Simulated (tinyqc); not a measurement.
Band edges of strained Si(1-x)Ge(x) on relaxed Si(1-y)Ge(y): sweeps and comparisons. A value that a table varies takes the place of the one given here.

Values are linear in the Ge fraction but for ED(x) = linear - CD x (1 - x) and a(x) = linear - Ca x (1 - x). Energies are on the common scale of Ev.

Coherent growth on a (110) face: e_par = (a(y) - a(x))/a(x), e_perp = -(C11 + 3 C12 - 2 C44)/(C11 + C12 + 2 C44) e_par; exx = eyy = (e_par + e_perp)/2, ezz = e_par, exy = (e_perp - e_par)/2, eyz = ezx = 0.

A valley with unit axis u lies at Ev + gap + (av + a_valley) tr(e) + Xu (u.e.u - tr(e)/3); the Delta axes are x, y, z and the L axes [111], [1-1-1], [-11-1], [-1-11]. The second-order shift of the Delta valleys under shear is left out; it lowers the pair normal to the sheared plane by tens of meV at a shear of 1 %.

Valence edges: Ev plus the levels of the 6 x 6 matrix of X, Y, Z times spin with -Dso/3 + l exx + m (eyy + ezz) on the diagonal (cyclic), n exy off it, l = av + 2 b, m = av - b, n = sqrt(3) d. Spin-orbit term (Dso/3) L.sigma on X, Y, Z with (L_k)_ij = -i epsilon_kij: <X+|H|Y+> = -i Dso/3, <X+|H|Z-> = Dso/3, <Y+|H|Z-> = -i Dso/3, <Z+|H|X-> = -Dso/3, <Z+|H|Y-> = i Dso/3, <X-|H|Y-> = i Dso/3, and their conjugates; + and - are the spin along z.

Coherent growth: e_par = (a(y) - a(x))/a(x). (001): e_perp = -2 (C12/C11) e_par; exx = eyy = e_par, ezz = e_perp, no shear. (111): e_perp = -(2 C11 + 4 C12 - 4 C44)/(C11 + 2 C12 + 4 C44) e_par; exx = eyy = ezz = (2 e_par + e_perp)/3 and exy = eyz = ezx = (e_perp - e_par)/3. (110): e_perp = -(C11 + 3 C12 - 2 C44)/(C11 + C12 + 2 C44) e_par; exx = eyy = (e_par + e_perp)/2, ezz = e_par, exy = (e_perp - e_par)/2, eyz = ezx = 0.

Parameters, chosen for this exercise (end members near Si and Ge, in this order; shifted at random, so the results belong to these values and not to a real crystal): a = (5.437, 5.651) angstrom (lattice constant); Dso = (0.044, 0.288) eV (spin-orbit splitting); av = (2.45, 1.25) eV (valence hydrostatic potential); b = (-2.07, -2.59) eV (tetragonal shear potential); d = (-4.76, -5.38) eV (trigonal shear potential); C11 = (166, 128) GPa; C12 = (63.9, 48.8) GPa; C44 = (79.6, 66.4) GPa; Ev = (0, 0.7) eV (top of the unstrained valence band); ED = (1.143, 0.919) eV (gap to the Delta valleys); EL = (1.973, 0.753) eV (gap to the L valleys); aD = (1.72, 1.24) eV (hydrostatic potential of the Delta gap); aL = (-3.37, -2.56) eV (hydrostatic potential of the L gap); XuD = (9.31, 9.77) eV (uniaxial potential, Delta); XuL = (15.61, 15.22) eV (uniaxial potential, L); CD = 0.178 eV (bowing of the Delta gap); Ca = 0 angstrom (bowing of the lattice constant); face = 110 (growth face); y = 0 (Ge fraction of the relaxed buffer); x = 0.37 (Ge fraction of the layer).

## Composition of the layer

The buffer is kept. dEc = Ec(buffer) - Ec(layer), dEv = Ev(layer) - Ev(buffer); buffer edges Ev(y) and Ev(y) + min(ED, EL). The digit behind Delta or L counts whole valleys.

Results:
```
x     e_par (%)  lowest valleys  gap (eV)  next valleys above (meV)  valence splitting (meV)  dEc (eV)  dEv (eV)
0.08      -0.31          Delta2     1.077                        22                       20     0.009     0.058
0.16      -0.63          Delta2     1.013                        44                       34     0.014     0.116
0.24      -0.94          Delta2     0.952                        66                       47     0.015     0.176
0.31      -1.21          Delta2     0.900                        85                       58     0.013     0.229
0.39      -1.51          Delta2     0.844                       107                       69     0.008     0.291
0.47      -1.82          Delta2     0.790                       129                       81    -0.001     0.354
0.55      -2.12          Delta2     0.739                       150                       93    -0.013     0.417
```

The gap is 1.077 eV in the first row and 0.739 eV in the last. The lowest valleys are Delta2 throughout. Per 0.1 of x the valence offset moves by +77 meV on average; the conduction offset lies between -13 and +15 meV, not monotonically. Both carriers sit on one side for x = 0.08, 0.16, 0.24, 0.31 and 0.39, and on opposite sides elsewhere. Offsets below about 30 meV are within the spread of parameter sets, so those rows do not settle the type. Strains above 2 % can be kept only in layers of a few nanometres.

## Composition of the buffer

The layer is kept. dEc = Ec(buffer) - Ec(layer), dEv = Ev(layer) - Ev(buffer); buffer edges Ev(y) and Ev(y) + min(ED, EL). The digit behind Delta or L counts whole valleys.

Results:
```
y     e_par (%)  lowest valleys  gap (eV)  next valleys above (meV)  valence splitting (meV)  dEc (eV)  dEv (eV)
0.00      -1.44          Delta2     0.858                       102                       67     0.010     0.275
0.13      -0.93          Delta2     0.915                        66                       53     0.001     0.178
0.26      -0.43          Delta2     0.971                        30                       30    -0.002     0.082
0.39       0.08          Delta4     1.015                         5                        6     0.006    -0.008
0.53       0.62          Delta4     0.985                        44                       58     0.055    -0.060
0.66       1.13          Delta4     0.952                        80                      112     0.106    -0.102
0.79       1.63          Delta4     0.915                       115                      169     0.163    -0.141
0.92       2.13          Delta4     0.876                       151                      226     0.153    -0.179
```

The gap is 0.858 eV in the first row and 0.876 eV in the last, with its largest listed value, 1.015 eV, at y = 0.39: it peaks near the match y = x, since strain of either sign narrows it. The lowest valleys change: Delta2 to Delta4 between y = 0.26 and 0.39. Per 0.1 of y the valence offset moves by -49 meV on average; the conduction offset lies between -2 and +163 meV, not monotonically. Both carriers sit on one side for y = 0.00 and 0.13, and on opposite sides elsewhere. Offsets below about 30 meV are within the spread of parameter sets, so those rows do not settle the type. Strains above 2 % can be kept only in layers of a few nanometres.

## The same layer on three faces

dEc = Ec(buffer) - Ec(layer), dEv = Ev(layer) - Ev(buffer); buffer edges Ev(y) and Ev(y) + min(ED, EL). The digit behind Delta or L counts whole valleys.

Results:
```
face   e_par (%)  lowest valleys  gap (eV)  next valleys above (meV)  valence splitting (meV)  dEc (eV)  dEv (eV)  Delta spread (meV)  L spread (meV)
(001)      -1.44          Delta4     0.854                       241                       63     0.008     0.281                 241               0
(111)      -1.44          Delta6     0.925                       538                       64    -0.054     0.272                   0             280
(110)      -1.44          Delta2     0.858                       102                       67     0.010     0.275                 102             221
```

On (001) only the Delta valleys split (241 meV), on (111) only the L valleys (280 meV), on (110) both (102 and 221 meV). The lowest valleys are Delta4 on (001), Delta6 on (111) and Delta2 on (110); the smallest gap is 0.854 eV on (001) and the largest 0.925 eV on (111).

## What each parameter does

dEc = Ec(buffer) - Ec(layer), dEv = Ev(layer) - Ev(buffer); buffer edges Ev(y) and Ev(y) + min(ED, EL). Each row changes one parameter from the base and keeps the others.

Results:
```
case                       gap (eV)  valence splitting (meV)  dEc (eV)  dEv (eV)
base                         0.8577                     66.5    0.0099    0.2754
x = 0.4                      0.8370                     70.9    0.0073    0.2987
y = 0.03                     0.8709                     64.0    0.0072    0.2530
CD = 0.228 eV                0.8461                     66.5    0.0215    0.2754
Ev = (0, 0.805) eV           0.8577                     66.5   -0.0290    0.3143
XuL = (17.952, 17.503) eV    0.8577                     66.5    0.0099    0.2754
aL = (-3.875, -2.944) eV     0.8577                     66.5    0.0099    0.2754
av = (2.818, 1.438) eV       0.8577                     66.5    0.0164    0.2689
b = (-2.38, -2.978) eV       0.8570                     65.2    0.0099    0.2761
```

The largest shifts from the base row, up to three for each result and ties (the steps differ in size, so this ranks the rows, not the parameters). gap (eV): x -0.0207, y +0.0131, CD -0.0117; unchanged at the printed digits by Ev, XuL, aL and av. valence splitting (meV): x +4.4, y -2.5, b -1.4; unchanged at the printed digits by CD, Ev, XuL, aL and av. dEc (eV): Ev -0.0388, CD +0.0117, av +0.0065; unchanged at the printed digits by XuL, aL and b. dEv (eV): Ev +0.0388, x +0.0233, y -0.0224; unchanged at the printed digits by CD, XuL and aL. The lowest valleys of the layer are Delta2, so among the conduction-band potentials only those of that family reach the gap and dEc; the buffer is unstrained. A shift large enough to swap the lowest family would change that.

(tinyqc, `OMP_NUM_THREADS=1 python tinyqc.py 1051067 1051068 out.jsonl`, Intel(R) Xeon(R) Processor @ 2.30GHz, 1 thread, shared host, about 0.01 s.)
